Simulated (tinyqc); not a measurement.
# Conduction-band offset of an n-N heterojunction from carrier-profile moments: effects of single changes

Layer 1 (x < 0) accumulates electrons and layer 2 (x > 0) is depleted. Boltzmann statistics. The bands bend down by V1 in layer 1 and up by V2 in layer 2, with V1 + V2 = VD = dE + Vt ln[(N2/Nc2)/(N1/Nc1)].

Parameters, values chosen for the exercise; values of the order of III-V alloys: temperature T = 300 K; relative permittivity of both layers eps_r = 11.8; density of states of the narrow-gap layer 1 Nc1 = 4.1e17 cm^-3; density of states of the wide-gap layer 2 Nc2 = 1.4e18 cm^-3; donor density in layer 1 N1 = 1.5e16 cm^-3; donor density in layer 2 N2 = 1.3e17 cm^-3; fixed charge at the interface si = 0 cm^-2.

Constants: q = 1.602176634e-19 C, kB = 1.380649e-23 J/K, Vt = kB T/q, eps0 = 8.8541878128e-14 F/cm where lengths are in cm. Results are converted to the units shown.

Each table varies one quantity; the others keep the values above.

## Effect of the offset

Sheet densities from the first integral: Q1 = sqrt((2 eps0 eps_r Vt N1/q)(exp(u1) - u1 - 1)) extra electrons, Q2 = sqrt((2 eps0 eps_r Vt N2/q)(exp(-u2) + u2 - 1)) missing ones, u = V/Vt; neutrality Q1 = Q2 + si.

Results:

| dE (eV) | VD (V) | V1 (V) | Q1 (cm^-2) | n(0-)/Nc1 |
|---|---|---|---|---|
| 0.06 | 0.08408 | 0.05227 | 1.514e11 | 0.2763 |
| 0.12 | 0.1441 | 0.07581 | 2.739e11 | 0.6868 |
| 0.19 | 0.2141 | 0.09306 | 4.022e11 | 1.338 |
| 0.25 | 0.2741 | 0.1030 | 4.963e11 | 1.964 |
| 0.31 | 0.3341 | 0.1104 | 5.791e11 | 2.619 |
| 0.37 | 0.3941 | 0.1163 | 6.535e11 | 3.291 |
| 0.5 | 0.5241 | 0.1260 | 7.945e11 | 4.781 |

Estimate the missing row, dE = 0.44 eV.

Computed row:

| dE (eV) | VD (V) | V1 (V) | Q1 (cm^-2) | n(0-)/Nc1 |
|---|---|---|---|---|
| 0.44 | 0.4641 | 0.1219 | 7.323e11 | 4.089 |

With this row back in the table: Q1 rises from 1.51e11 to 7.94e11 cm^-2, as VD^(0.67) between the last two rows. Layer 1 takes 62.2 % of VD in the first row and 24.0 % in the last: accumulation charge grows exponentially with V1, so most of a large offset falls across the depleted side. For dE = 0.12, 0.19, 0.25, 0.31, 0.37, 0.44, 0.5 n(0-) nears or passes Nc1, where degeneracy and quantisation lower Q1.

## An error in the interface position

A C-V profile smears n(x) but keeps its zeroth and first moments: si = -int (N - n) dx, VD = (q/(eps0 eps_r)) int (N - n) x dx, dE = VD - Vt ln[(N2/Nc2)/(N1/Nc1)]. With the step of N placed at xi and the moment taken about xi, VD changes by (q/(eps0 eps_r)) [si xi + (N2 - N1) xi^2/2] and si by (N2 - N1) xi.

An error in the interface position:

| xi (nm) | error of si (cm^-2) | error of dE (meV) |
|---|---|---|
| -30 | -3.450e11 | 79.36 |
| -22.5 | -2.588e11 | 44.64 |
| -15 | -1.725e11 | 19.84 |
| -7.5 | -8.625e10 | 4.960 |
| 0 | 0 | 0 |
| 7.5 | 8.625e10 | 4.960 |
| 15 | 1.725e11 | 19.84 |
| 22.5 | 2.588e11 | 44.64 |
| 30 | 3.450e11 | 79.36 |

What does the table show?

Among the rows the error of dE lies between 0 and 79.4 meV, quadratic in xi, since without interface charge the first-order term vanishes; the error of si is linear, 1.15e10 cm^-2 a nanometre.

Numbers from tinyqc (`OMP_NUM_THREADS=1 python tinyqc.py 2410076 2410077 out.jsonl`; about 0.07 s on one thread of a shared Intel Xeon 2.30GHz).
